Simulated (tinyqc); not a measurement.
Input admittance of a MOSFET at zero drain bias: distributed channel and distributed gate: two steps of the calculation.

Source and drain grounded, strong inversion, w = 2 pi f, Cox = eps0 eox/tox. The channel is an RC line of resistance 1/(mu Cox Vo) per square fed from both ends, so one finger has the intrinsic admittance y = i w Cox L tanh(g)/g per width, g = (1/2) sqrt(i w tau), tau = L^2/(mu Vo). The vertical resistance rv/L is in series with y, the overlaps 2 i w Cov in parallel: y_t = 1/(1/y + rv/L) + 2 i w Cov. The gate strip is a line of Rsh/L per length loaded by y_t, so a finger has Y = y_t Wf tanh(k)/k, k = (Wf/sd) sqrt(y_t Rsh/L); the device has Nf Y.

Parameters, values chosen for the exercise; values of the order met in silicon radio-frequency transistors: relative permittivity of the gate insulator (close to hafnium oxide) eox = 21.5; insulator thickness tox = 22 nm; channel length L = 1.9 um; finger width Wf = 2.8 um; number of fingers Nf = 16; channel mobility mu = 140 cm^2/(V s); gate overdrive Vo = 0.28 V; sheet resistance of the gate Rsh = 26 ohm/square; vertical resistivity of the gate stack rv = 4.4 ohm um^2; number of ends at which a finger is contacted sd = 1; overlap and fringe capacitance on each side Cov = 0.36 fF/um; frequency f = 1 GHz.

Constants: eps0 = 8.8541878128e-14 F/cm where lengths are in cm. Results are converted to the units shown.

Task 1. Low-frequency resistances and capacitance. Low-frequency limits, with c = Cox L and ct = c + 2 Cov: R_strip = Rsh Wf/(3 sd^2 L Nf), R_ch = (c/ct)^2 L/(12 mu Cox Vo Wf Nf), R_vert = (c/ct)^2 rv/(L Wf Nf), C = ct Wf Nf.

Wanted: parts; sum; C; 1/(2 pi R C).

Result 1.

parts (ohm): strip 0.79825, channel 95.634, vertical 0.047445
sum = 96.480 ohm
C = 768.80 fF
1/(2 pi R C) = 2.1457 GHz

The channel term is the largest, 99.1 % of the sum.

Task 2. Input impedance of the device. k and Y as defined; Z = 1/(Nf Y) = R + 1/(i w C); Q = |Im Z|/R; signal at the point farthest from a contact |1/cosh k|.

y_t = 37.262884+86.349557i uS/um

Give: k; Nf Y; R; C; Q; signal at the far point.

Result 2.

k = 0.08393+0.05519i
Nf Y = 1.679+3.858i mS
R = 94.84 ohm
C = 730.3 fF
Q = 2.298
signal at the far point = 0.9980

Computed by the program tinyqc: `OMP_NUM_THREADS=1 python tinyqc.py 2262243 2262244 out.jsonl`, one thread of a shared Intel Xeon 2.30GHz, about 0.01 s for the whole run.
